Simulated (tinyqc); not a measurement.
Vacuum evaporation: vapour pressure, source flux, thickness distribution, purity and step coverage: one step, computed by the program tinyqc. Command: `OMP_NUM_THREADS=1 python tinyqc.py 3111877 3111878 out.jsonl evap walk`. One thread of a shared host (Intel(R) Xeon(R) Processor @ 2.30GHz), about 0.01 s of CPU time with the checks.

Molecular flow, unit sticking of the metal, no re-evaporation. The background gas is taken as water vapour (18.015 g/mol, collision diameter 0.37 nm) at 300 K.

Problem. Vapour pressure and flux. log10(p_v/Pa) = A - B/T; flux from the surface Phi = p_v/sqrt(2 pi m k_B T), m = M u. Mass loss = Phi x area x m; heat of evaporation = ln(10) R B; d ln Phi/dT = ln(10) B/T^2 - 1/(2 T).

Inputs (values chosen for the exercise, modelled on germanium, with constants for the liquid):
```
quantity                    value   unit
molar mass M                72.63  g/mol
vapour-pressure constant A  10.67      -
vapour-pressure constant B  17490      K
source temperature T         1700      K
source area                   5.7   cm^2
```

Constants: u = 1.6605390666e-27 kg; k_B = 1.380649e-23 J/K; R = 8.314462618 J/(mol K).

Give: vapour pressure p_v; flux Phi; mass loss; heat of evaporation; change of flux per kelvin.

Solution.

vapour pressure p_v = 2.409 Pa

flux Phi = 1.806e+18 1/(cm^2 s)

mass loss = 4.470 g/h

heat of evaporation = 334.8 kJ/mol

change of flux per kelvin = 1.364 %/K

Holding the rate to 1 % needs the temperature to about 0.73 K.
